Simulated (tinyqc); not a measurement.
Sublattice potential against complex hopping: Haldane model. Computed by the program tinyqc. 

Honeycomb lattice:
```
parameter,value
t1 (eV),0.920000
t2 (eV),0.160000
phi (rad),2.010000
```

H_AA = delta - 2 t2 sum cos(k.b + phi), H_BB = -delta - 2 t2 sum cos(k.b - phi), H_AB = -t1 (1 + exp(-i k.a1) + exp(-i k.a2)), b = a1, a2 - a1, -a2, m = 3 sqrt3 t2 sin(phi); the sign of the Chern number follows the orientation k1 then k2.

Gaps at the two valleys (eV) and Chern number of the lower band (12 x 12 mesh):
```
delta,gap 2|delta - m|,gap 2|delta + m|,Chern number
-1.3540,4.2130,1.2030,0
-0.9780,3.4610,0.4510,0
-0.4510,2.4070,0.6030,-1
0.0000,1.5050,1.5050,-1
0.3010,0.9030,2.1070,-1
0.5640,0.3770,2.6330,-1
0.9410,0.3770,3.3870,0
1.5050,1.5050,4.5150,0
```

Here |m| = 0.7525 eV. For |delta| < |m| the two valleys have masses of opposite sign and the Chern number is +/-1; one gap closes at |delta| = |m|, and beyond it the band is trivial.
